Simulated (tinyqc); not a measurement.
Programming of a floating-gate cell by Fowler-Nordheim tunnelling: threshold shift against time.

Per tunnel area the floating gate has Ctun = 3.9 eps0/tox to the channel (0 V) and Ccg to the control gate, Ct = Ctun/(1 - ag), no other coupling. With the threshold shift U = -Q/Ccg the field is F = ag (Vg - U)/tox, and dU/dt = J/Ccg. Fowler-Nordheim: J = A F^2 exp(-B/F), A = q^2/(16 pi^2 hbar mo phi) (times 1e14 for A/cm^2 with F in V/nm, emitter mass m0), B = (4/3) sqrt(mo/C) phi^1.5, C = hbar^2/(2 m0).

Exact: exp(B/F(t)) = exp(B/F(0)) + K t, K = A B ag/(Ccg tox), and U = Vg - tox F/ag.

Inputs (values chosen for the exercise); oxide values close to those of silicon dioxide:
- phi = 3.18 eV (tunnel barrier)
- mo = 0.45 m0 (tunnelling mass)
- tox = 9.7 nm (tunnel oxide thickness)
- ag = 0.69 (coupling ratio Ccg/Ct)
- Vt0 = -2.7 V (threshold shift at the start)
- Vg = 14.1 V (control-gate voltage)

Constants: q = 1.602176634e-19 C, hbar = 1.054571817e-34 J s, m0 = 9.1093837015e-31 kg, eps0 = 8.8541878128e-14 F/cm where lengths are in cm, hbar^2/(2 m0) = 0.0380998212 eV nm^2. Results are converted to the units shown.

Threshold shift against time:

| t (s) | F (V/nm) | J (A/cm^2) | U (V) | dU/dlog10 t (V) |
|---|---|---|---|---|
| 3.8e-7 | 1.193 | 0.05343 | -2.674 | 0.05900 |
| 1.7e-6 | 1.187 | 0.04742 | -2.590 | 0.2342 |
| 7.5e-6 | 1.167 | 0.03150 | -2.309 | 0.6864 |
| 3.3e-5 | 1.124 | 0.01229 | -1.695 | 1.178 |
| 0.00015 | 1.064 | 0.003013 | -0.8567 | 1.313 |
| 0.00064 | 1.006 | 6.669e-4 | -0.04750 | 1.240 |
| 0.0028 | 0.9524 | 1.383e-4 | 0.7110 | 1.126 |
| 0.012 | 0.9043 | 2.918e-5 | 1.388 | 1.018 |
| 0.055 | 0.8588 | 5.747e-6 | 2.027 | 0.9186 |
| 0.24 | 0.8189 | 1.198e-6 | 2.587 | 0.8354 |
| 1.1 | 0.7814 | 2.380e-7 | 3.115 | 0.7607 |

What does the comparison show?

U rises from -2.67 to 3.11 V, while J falls by 5.35 decades, at the end as t^(-1.06). Well past t0 = 1.10e-5 s the stored charge chokes the field and U gains only 0.761 V a decade.

Range of the model: Programming fields of 10 MV/cm and more wear the oxide; trapping and the channel potential are ignored.

Program tinyqc, `OMP_NUM_THREADS=1 python tinyqc.py 2130020 2130021 out.jsonl`; Intel Xeon 2.30GHz, shared host, one thread, about 0.01 s.
